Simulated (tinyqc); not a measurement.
Microkinetic model of a Langmuir-Hinshelwood surface reaction A + (1/2) B2 = AB with Bronsted-Evans-Polanyi barriers. Changing the temperature T. Computed by tinyqc, a small Python program. Command: `OMP_NUM_THREADS=1 python tinyqc.py 3017162 3017163 out.jsonl microkin sweep`. One thread of a shared host (Intel(R) Xeon(R) Processor @ 2.30GHz), about 0.01 s of CPU time with the checks.

A adsorbs in equilibrium; B2 dissociates irreversibly on two free sites; adsorbed A and B react irreversibly and AB leaves at once. theta_A + theta_B + theta_* = 1.

Inputs (values chosen for the exercise, for a model catalyst):

| quantity | value | unit |
|---|---|---|
| adsorption energy of A, E_A | -0.802 | eV |
| adsorption energy per B atom, E_B | -1.08 | eV |
| entropy loss of A, S_A | 1.8 | meV/K |
| entropy loss of B2, S_B | 1.6 | meV/K |
| slope a1 of the dissociation barrier | 0.64 | - |
| intercept b1 | 1.5 | eV |
| slope a2 of the reaction barrier | 0.29 | - |
| intercept b2 | 0.31 | eV |
| pressure p_A | 0.32 | bar |
| pressure p_B | 0.012 | bar |

Constants: k_B = 8.617333262e-05 eV/K; hbar = 6.582119569e-16 eV s.

Method:
- K_A = exp(-(E_A + T S_A)/(k_B T)) per bar; barriers E1 = max(b1 + a1 2 E_B, 0), E2 = b2 - a2 (E_A + E_B); k1 = (k_B T/h) exp(-S_B/k_B) exp(-E1/(k_B T)) per bar, k2 = (k_B T/h) exp(-E2/(k_B T)), h = 2 pi hbar.
- theta_A = K_A p_A theta_*; 2 k1 p_B theta_*^2 = k2 theta_A theta_B, so theta_B = w theta_* with w = 2 k1 p_B/(k2 K_A p_A); theta_* = 1/(1 + K_A p_A + w); rate r = k2 theta_A theta_B.
- From r = 2 k1 p_B theta_*^2: order in p_B and degree of control of step 1 = 1 - 2 theta_B; control of step 2 = 2 theta_B; order in p_A = 2 (theta_B - theta_A). Apparent energy = (E1 + k_B T)(1 - 2 theta_B) + (E2 + k_B T) 2 theta_B + E_A x order in p_A.

One run for each value:

| temperature T (K) | rate r (1/s per site) | apparent activation energy (eV) | theta_A | theta_B | theta_* |
|---|---|---|---|---|---|
| 400 | 2.72 | 1.3600 | 7.5514e-01 | 0.02622 | 0.21864 |
| 462 | 61.00 | 0.3293 | 1.1651e-01 | 0.11774 | 0.76576 |
| 525 | 117.04 | 0.1611 | 1.1305e-02 | 0.15532 | 0.83338 |
| 588 | 167.86 | 0.1482 | 1.6657e-03 | 0.17786 | 0.82047 |
| 712 | 280.42 | 0.1520 | 1.0152e-04 | 0.21254 | 0.78735 |
| 775 | 343.72 | 0.1555 | 3.4438e-05 | 0.22705 | 0.77291 |
| 838 | 410.29 | 0.1592 | 1.3730e-05 | 0.23991 | 0.76007 |
| 900 | 478.45 | 0.1631 | 6.2939e-06 | 0.25119 | 0.74880 |

Give the missing row, temperature T (K) = 650.

Computed row:
```
temperature T (K)  rate r (1/s per site)  apparent activation energy (eV)     theta_A  theta_B  theta_*
650                               221.94                           0.1491  3.6035e-04  0.19636  0.80328
```

Interpolating between the two neighbouring rows (linearly) misses most in theta_A, by 150 %. Over the rows, rate r (1/s per site) rises from 2.72 to 478 (exponent d ln y / d ln x 22 between the first rows and 2.2 between the last); apparent activation energy (eV) goes from 1.36 through a minimum among these rows, 0.148 at 588, to 0.163; theta_A falls from 0.755 to 6.29e-6 (exponent d ln y / d ln x -13 between the first rows and -11 between the last).

Extremes, crossings and ranges named in words are read from the listed rows.
